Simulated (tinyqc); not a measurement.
# Ionisation constants from two fields

Inverse problem. alpha_n = an exp(-bn/E). Find bn and an.

alpha_n at 1980 and 3650 kV/cm (1/cm): 10.723361  26445.934

Solution. ln alpha is a straight line in 1/E with slope -bn and intercept ln an.

bn = 3.380e7 V/cm
an = 2.780e8 1/cm

Numbers from tinyqc (`OMP_NUM_THREADS=1 python tinyqc.py 2120108 2120109 out.jsonl`; about 0.07 s on one thread of a shared Intel Xeon 2.30GHz).
